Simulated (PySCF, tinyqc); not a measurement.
Worked calculation: RHF in the sto-6g basis, for H3-, spin multiplicity 1. The basis has no diffuse functions, so it cannot describe the extra electron: this is an exercise in the method, not the real anion. The lowest restricted solution is unstable here: a spin-polarised one lies 0.0506 hartree lower (PySCF). Computed by tinyqc, a small Python program that keeps every step (integrals from PySCF). Settings: charge = -1, multiplicity = 1, basis = sto-6g, energy threshold = 1e-08, iteration cap = 75, orthogonalisation = canonical, start = random, DIIS depth = 4, method = RHF. Command: `OMP_NUM_THREADS=1 python tinyqc.py 24633 24634 out.jsonl` (the two numbers bound the seeds that draw the settings). One thread of a shared host (Intel(R) Xeon(R) Processor @ 2.60GHz), about 0.05 s of CPU time with the checks. Later iterations appear only in the table of the cycle.

## One-electron integrals

Geometry (angstrom):
```
atom         x         y          z
H     0.000000  0.000000   0.000000
H     0.000000  0.000000   1.568000
H     0.000000  1.704000  -0.244000
```

Basis sto-6g: exponents (1/bohr^2) and contraction coefficients of normalised primitives:
```
element  l (shell)   exponent  coefficient
H            s (1)  35.523221     0.009164
H            s (1)   6.513144     0.049361
H            s (1)   1.822143     0.168538
H            s (1)   0.625955     0.370563
H            s (1)   0.243077     0.416492
H            s (1)   0.100112     0.130334
```

Overlap, kinetic and nuclear-attraction integrals over the contracted functions; the nuclear repulsion is the sum of Za Zb / Rab.

nuclear repulsion = 0.85764637 hartree

overlap S, order 1H 1s, 2H 1s, 3H 1s:
$$\begin{pmatrix}
1.000000 & 0.232744 & 0.185195 \\
0.232744 & 1.000000 & 0.053411 \\
0.185195 & 0.053411 & 1.000000
\end{pmatrix}$$

kinetic energy T (hartree), order 1H 1s, 2H 1s, 3H 1s:
$$\begin{pmatrix}
0.768522 & 0.003435 & -0.005261 \\
0.003435 & 0.768522 & -0.010174 \\
-0.005261 & -0.010174 & 0.768522
\end{pmatrix}$$

nuclear attraction V (hartree), order 1H 1s, 2H 1s, 3H 1s:
$$\begin{pmatrix}
-1.882962 & -0.355675 & -0.272677 \\
-0.355675 & -1.788766 & -0.072168 \\
-0.272677 & -0.072168 & -1.759225
\end{pmatrix}$$

core Hamiltonian H = T + V (hartree), order 1H 1s, 2H 1s, 3H 1s:
$$\begin{pmatrix}
-1.114440 & -0.352240 & -0.277938 \\
-0.352240 & -1.020243 & -0.082343 \\
-0.277938 & -0.082343 & -0.990703
\end{pmatrix}$$

## Two-electron integrals

Functions are numbered as in S; the eight-fold symmetry (ij|kl) = (ji|kl) = (kl|ij) leaves the list below.

Two-electron integrals (ij|kl) in chemists' order, unique and non-zero (hartree):
```
(11|11) 0.774999   (21|11) 0.122191   (21|21) 0.030238   (22|11) 0.332176
(22|21) 0.122191   (22|22) 0.774999   (31|11) 0.093029   (31|21) 0.016628
(31|22) 0.051139   (31|31) 0.018496   (32|11) 0.021123   (32|21) 0.005301
(32|22) 0.021918   (32|31) 0.004262   (32|32) 0.001316   (33|11) 0.304552
(33|21) 0.061235   (33|22) 0.212622   (33|31) 0.093029   (33|32) 0.021918
(33|33) 0.774999
```

## Orthogonalisation

S = U s U^T; canonical form X = U s^(-1/2), so that X^T S X = 1. Each column of U has its largest component positive (the first on a tie).

eigenvalues of S: [0.727155, 0.948044, 1.324801]

X, order 1H 1s, 2H 1s, 3H 1s:
$$\begin{pmatrix}
0.863592 & -0.044082 & 0.586593 \\
-0.646704 & -0.632843 & 0.488548 \\
-0.459571 & 0.807694 & 0.414801
\end{pmatrix}$$

## Starting guess

The start is random orthonormal orbitals; D = 2 C_occ C_occ^T.

D at the start, order 1H 1s, 2H 1s, 3H 1s:
$$\begin{pmatrix}
2.132214 & -0.739006 & -0.177211 \\
-0.739006 & 0.890153 & 0.958795 \\
-0.177211 & 0.958795 & 1.284848
\end{pmatrix}$$

## Iteration 1: building the Fock matrix

J_ij = sum D_kl (ij|kl), K_ij = sum D_kl (ik|jl); F = H + J - 0.5 K; E = tr D H + tr D J / 2 - 0.25 tr D K + E_nn.

Coulomb J (hartree), order 1H 1s, 2H 1s, 3H 1s:
$$\begin{pmatrix}
2.166388 & 0.407562 & 0.340448 \\
0.407562 & 1.514631 & 0.085888 \\
0.340448 & 0.085888 & 1.752944
\end{pmatrix}$$

exchange K (hartree), order 1H 1s, 2H 1s, 3H 1s:
$$\begin{pmatrix}
1.521459 & 0.154378 & 0.300258 \\
0.154378 & 0.615584 & 0.234933 \\
0.300258 & 0.234933 & 1.039123
\end{pmatrix}$$

Fock matrix F (hartree), order 1H 1s, 2H 1s, 3H 1s:
$$\begin{pmatrix}
0.291219 & -0.021867 & -0.087619 \\
-0.021867 & 0.186595 & -0.113921 \\
-0.087619 & -0.113921 & 0.242679
\end{pmatrix}$$

total energy of this density = -0.71850886 hartree

## Iteration 1: diagonalisation and new density

Diagonalise F' = X^T F X, C = X C', fill 2 alpha and 2 beta electrons from the bottom; D = 2 C_occ C_occ^T. Each column has its largest component positive (the first on a tie).

F' = X^T F X (hartree):
$$\begin{pmatrix}
0.372740 & -0.049991 & 0.089749 \\
-0.049991 & 0.355092 & -0.030286 \\
0.089749 & -0.030286 & 0.085153
\end{pmatrix}$$

orbital energies (hartree): MO1 0.058623, MO2 0.316969, MO3 0.437393

coefficients C, order 1H 1s, 2H 1s, 3H 1s:
$$\begin{pmatrix}
0.332041 & -0.511591 & 0.848439 \\
0.608709 & 0.828357 & -0.026342 \\
0.564764 & -0.451411 & -0.716174
\end{pmatrix}$$

D after iteration 1, order 1H 1s, 2H 1s, 3H 1s:
$$\begin{pmatrix}
0.743953 & -0.443326 & 0.836925 \\
-0.443326 & 2.113403 & -0.060304 \\
0.836925 & -0.060304 & 1.045461
\end{pmatrix}$$

## Iteration 2: building the Fock matrix

As before.

Coulomb J (hartree), order 1H 1s, 2H 1s, 3H 1s:
$$\begin{pmatrix}
1.641811 & 0.413545 & 0.290246 \\
0.413545 & 2.081910 & 0.087225 \\
0.290246 & 0.087225 & 1.584939
\end{pmatrix}$$

exchange K (hartree), order 1H 1s, 2H 1s, 3H 1s:
$$\begin{pmatrix}
0.705176 & 0.221121 & 0.427352 \\
0.221121 & 1.559644 & 0.098500 \\
0.427352 & 0.098500 & 0.976067
\end{pmatrix}$$

Fock matrix F (hartree), order 1H 1s, 2H 1s, 3H 1s:
$$\begin{pmatrix}
0.174784 & -0.049256 & -0.201367 \\
-0.049256 & 0.281845 & -0.044368 \\
-0.201367 & -0.044368 & 0.106203
\end{pmatrix}$$

total energy of this density = -0.95001356 hartree

## Iteration 2: DIIS over 2 matrices

error matrix X^T (FDS - SDF) X:
$$\begin{pmatrix}
0.000000 & 0.114952 & -0.090902 \\
-0.114952 & 0.000000 & 0.029375 \\
0.090902 & -0.029375 & 0.000000
\end{pmatrix}$$

B (overlaps of the stored error matrices):
$$\begin{pmatrix}
6.3699704e-02 & 4.4677282e-02 \\
4.4677282e-02 & 4.4680166e-02
\end{pmatrix}$$

Minimise |sum c_i e_i|^2 with sum c_i = 1: solve [B -1; -1 0][c; lambda] = [0; -1] with B_ij = tr e_i^T e_j, and take F = sum c_i F_i.

DIIS coefficients: [0.000152, 0.999848]

extrapolated F (hartree), order 1H 1s, 2H 1s, 3H 1s:
$$\begin{pmatrix}
0.174801 & -0.049252 & -0.201350 \\
-0.049252 & 0.281830 & -0.044378 \\
-0.201350 & -0.044378 & 0.106223
\end{pmatrix}$$

## Iteration 2: diagonalisation and new density

As before.

F' = X^T F X (hartree):
$$\begin{pmatrix}
0.459127 & -0.039479 & -0.018817 \\
-0.039479 & 0.239464 & -0.134300 \\
-0.018817 & -0.134300 & 0.001491
\end{pmatrix}$$

orbital energies (hartree): MO1 -0.061099, MO2 0.295121, MO3 0.466060

coefficients C, order 1H 1s, 2H 1s, 3H 1s:
$$\begin{pmatrix}
0.569839 & 0.141046 & 0.864416 \\
0.139928 & 0.877389 & -0.517691 \\
0.681575 & -0.470496 & -0.591375
\end{pmatrix}$$

D after iteration 2, order 1H 1s, 2H 1s, 3H 1s:
$$\begin{pmatrix}
0.689220 & 0.406977 & 0.644053 \\
0.406977 & 1.578782 & -0.634873 \\
0.644053 & -0.634873 & 1.371823
\end{pmatrix}$$

## Iteration 14 (converged): orbitals

converged F (hartree), order 1H 1s, 2H 1s, 3H 1s:
$$\begin{pmatrix}
0.158901 & -0.179725 & -0.146285 \\
-0.179725 & 0.169938 & 0.010417 \\
-0.146285 & 0.010417 & 0.204059
\end{pmatrix}$$

As before.

F' = X^T F X (hartree):
$$\begin{pmatrix}
0.555735 & -0.026558 & -0.037843 \\
-0.026558 & 0.191229 & 0.017048 \\
-0.037843 & 0.017048 & -0.039629
\end{pmatrix}$$

orbital energies (hartree): MO1 -0.043034, MO2 0.190174, MO3 0.560195

coefficients C, order 1H 1s, 2H 1s, 3H 1s:
$$\begin{pmatrix}
0.639009 & 0.059718 & 0.824576 \\
0.489348 & -0.650793 & -0.628015 \\
0.332515 & 0.792826 & -0.544514
\end{pmatrix}$$

D after iteration 14, order 1H 1s, 2H 1s, 3H 1s:
$$\begin{pmatrix}
0.823798 & 0.547668 & 0.519653 \\
0.547668 & 1.325985 & -0.706500 \\
0.519653 & -0.706500 & 1.478279
\end{pmatrix}$$

## Convergence

Stop when the energy changes by less than 1e-08 hartree and every element of the error matrix X^T (F D S - S D F) X is below 3e-05.

Course of the cycle:
```
iteration  E (hartree)     change  largest element of the error matrix
1          -0.71850886          -                             1.39e-01
2          -0.95001356  -2.32e-01                             1.15e-01
3          -1.12620361  -1.76e-01                             8.77e-02
4          -1.13525909  -9.06e-03                             6.14e-02
5          -0.62990281   5.05e-01                             1.99e-01
6          -0.74486144  -1.15e-01                             1.74e-01
7          -1.13547738  -3.91e-01                             6.03e-02
8          -1.13181726   3.66e-03                             7.34e-02
9          -0.72100805   4.11e-01                             3.53e-01
10         -1.13912521  -4.18e-01                             5.07e-02
11         -1.14192218  -2.80e-03                             1.18e-02
12         -1.14209812  -1.76e-04                             4.05e-04
13         -1.14209831  -1.95e-07                             5.60e-06
14         -1.14209831  -4.06e-11                             1.83e-07
```

PySCF RHF in the same basis = -1.14209831 hartree

Converged in 14 iterations.

## Populations, bond orders and dipole

Mulliken: Z minus the diagonal of D S on the atom; Loewdin: the same with S^(1/2) D S^(1/2); Mayer order: 2 sum_s sum (D(s) S)_ij (D(s) S)_ji over the two atoms.

Charges (e):
```
atom   Mulliken    Loewdin
1H    -0.047502  -0.041755
2H    -0.415717  -0.418364
3H    -0.536781  -0.539880
```

Mayer bond orders:
```
pair     order
2-1   0.556529
3-1   0.441215
3-2   0.270651
```

dipole moment about the origin, x y z (debye): [0.000000, -4.393374, -2.501843]
